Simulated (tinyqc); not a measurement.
Inside a calculation. Method: RHF in the sto-3g basis, for BeH2, spin multiplicity 1. One step of it, computed by the program tinyqc.

Task: Orthogonalisation. S = U s U^T; symmetric (Loewdin) form X = U s^(-1/2) U^T, so that X^T S X = 1.

overlap S, lower triangle:
```
           1Be 1s    1Be 2s   1Be 2px    1Be 2py   1Be 2pz     2H 1s     3H 1s
1Be 1s   1.000000
1Be 2s   0.259517  1.000000
1Be 2px  0.000000  0.000000  1.000000
1Be 2py  0.000000  0.000000  0.000000   1.000000
1Be 2pz  0.000000  0.000000  0.000000   0.000000  1.000000
2H 1s    0.021881  0.271568  0.000000   0.354701  0.020203  1.000000
3H 1s    0.022997  0.278342  0.000000  -0.361952  0.020469  0.003734  1.000000
```

Give: eigenvalues of S; X.

Result:

eigenvalues of S: 0.491  0.548  0.965  1.000  1.007  1.483  1.506

X, lower triangle:
```
         1Be 1s  1Be 2s  1Be 2px  1Be 2py  1Be 2pz   2H 1s  3H 1s
1Be 1s    1.028
1Be 2s   -0.145   1.095
1Be 2px   0.000   0.000    1.000
1Be 2py   0.000  -0.002    0.000    1.120
1Be 2pz  -0.001   0.005    0.000    0.000    1.000
2H 1s     0.019  -0.154    0.000   -0.213   -0.011   1.090
3H 1s     0.019  -0.159    0.000    0.219   -0.011  -0.029  1.095
```
